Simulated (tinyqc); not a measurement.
Worked calculation: Raman shift of the zone-centre optical phonon of a diamond-structure crystal under stress. Computed by tinyqc, a small Python program that keeps every step. Command: `OMP_NUM_THREADS=1 python tinyqc.py 3020531 3020532 out.jsonl ramanstress walk`. One thread of a shared host (Intel(R) Xeon(R) Processor @ 2.30GHz), about 0.01 s of CPU time with the checks. Intermediate numbers are printed to about 6 digits and carried at full precision; extremes and crossings named in words are read from the listed rows.

Axes x, y, z are the cube axes. Strain shifts the threefold optical mode and can split it; p, q and r are the phonon deformation potentials.

Inputs (values chosen for the exercise, modelled on silicon):
```
quantity,value,unit
unstrained frequency omega_0,521.7,1/cm
p/omega_0^2,-1.87,-
q/omega_0^2,-2.37,-
r/omega_0^2,-0.675,-
C11,163.9,GPa
C12,63.67,GPa
C44,79.42,GPa
stress sigma (tension positive),0.9,GPa
polarisation angle phi,20,degree
temperature coefficient d omega/dT,-0.022,1/(cm K)
local temperature T,520,K
laser wavelength,364,nm
```

Stress state: uniaxial. Axis: [110].

Constants: h = 6.62607015e-34 J s; c = 299792458 m/s; k_B = 1.380649e-23 J/K.

## Compliances

S11 = (C11 + C12)/D, S12 = -C12/D, D = (C11 - C12)(C11 + 2 C12), S44 = 1/C44.

S11 = 7.79590 1/TPa

S12 = -2.18115 1/TPa

S44 = 12.5913 1/TPa

## Stress and strain tensors

Uniaxial stress along the unit vector n of the axis: sigma_ij = sigma n_i n_j. eps_xx = S11 sigma_xx + S12 (sigma_yy + sigma_zz), and cyclic; eps_xy = S44 sigma_xy/2 (tensor strain).

stress (GPa):
```
,x,y,z
x,0.45,0.45,0.00
y,0.45,0.45,0.00
z,0.00,0.00,0.00
```

strain (per mille):
```
,x,y,z
x,2.52664,2.83304,0.00000
y,2.83304,2.52664,0.00000
z,0.00000,0.00000,-1.96304
```

volume strain = 3.09023 per mille

## Secular matrix and shifts

Secular matrix: M_xx = p eps_xx + q (eps_yy + eps_zz), M_xy = 2 r eps_xy; its eigenvalues are omega^2 - omega_0^2, and the shifts are these over 2 omega_0.

M/(2 omega_0) (1/cm):
```
,x,y,z
x,-1.58089,-0.99765,0.00000
y,-0.99765,-1.58089,0.00000
z,0.00000,0.00000,-2.16646
```

shifts, in rising order (1/cm): [-2.57854, -2.16646, -0.58324]

All three modes are split. Tension softens every mode.

## Mean shift and Grueneisen parameter

gamma = -(p + 2q)/(6 omega_0^2); the mean of the three shifts is -gamma omega_0 x (volume strain).

mode Grueneisen parameter gamma = 1.10167

mean shift = -1.77608 1/cm

## The line seen from a (001) surface

Backscattering from a (001) surface: incident polarisation (cos phi, sin phi, 0). With Raman tensors (R_z)_xy = (R_z)_yx = 1 and cyclic, only the z component u_z of a mode counts: I = u_z^2 sin^2(2 phi) for parallel and u_z^2 cos^2(2 phi) for crossed polarisers. An unresolved line sits at the intensity-weighted shift, which is M_zz/(2 omega_0).

total intensity, parallel = 0.413176

total intensity, crossed = 0.586824

shift of the observed line = -2.16646 1/cm

shift per stress = -2.40717 1/(cm GPa)

stress per shift = -415.425 MPa cm

The z-polarised mode is an eigenmode here, so one line is seen.

## The same stress in different states

Uniaxial: sigma n n^T; biaxial: sigma (1 - n n^T); hydrostatic: sigma 1. The line seen from (001) is taken as unresolved, at the intensity-weighted shift M_zz/(2 omega_0).

Shifts (1/cm):
```
state,lowest,middle,highest,line seen from (001)
uniaxial [100],-2.16646,-2.16646,-0.99533,-2.16646
uniaxial [110],-2.57854,-2.16646,-0.58324,-2.16646
uniaxial [001],-2.16646,-2.16646,-0.99533,-0.99533
uniaxial [111],-3.10628,-1.11098,-1.11098,-1.77608
"biaxial, normal [001]",-4.33291,-3.16178,-3.16178,-4.33291
"biaxial, normal [111]",-4.21726,-4.21726,-2.22196,-3.55216
hydrostatic,-5.32824,-5.32824,-5.32824,-5.32824
```

Seen from (001), uniaxial stress along [100] and along [110] give the same shift (-2.166), and equal biaxial stress in the plane gives twice as much (-4.333), since only sigma_xx + sigma_yy and sigma_zz enter M_zz. Stress along [001] gives -0.995. One measured shift therefore fixes the stress only once its state is assumed: read as uniaxial in the plane, a shift implies twice the stress that it does read as biaxial.

## Heating mistaken for stress

A temperature above 300 K shifts the line by (d omega/dT)(T - 300 K); divided by the shift per stress it poses as a stress; the total shift adds it to the shift of the observed line. The anti-Stokes to Stokes ratio is [(omega_L + omega_0)/(omega_L - omega_0)]^3 exp(-h c omega_0/(k_B T)) in photon counts, omega_L = 1/wavelength, resonance effects left out.

thermal shift = -4.84 1/cm

apparent stress from heating = 2.01066 GPa

total shift = -7.00646 1/cm

anti-Stokes/Stokes ratio = 0.264602

Heating poses as tension, 223 % of the true stress in size; the intensity ratio gives T apart from the shift.

Checks made by the program: mean of the eigenvalues against the trace rule (relative difference below 1e-10); weighted mean of the modes against M_zz (relative difference below 1e-10).
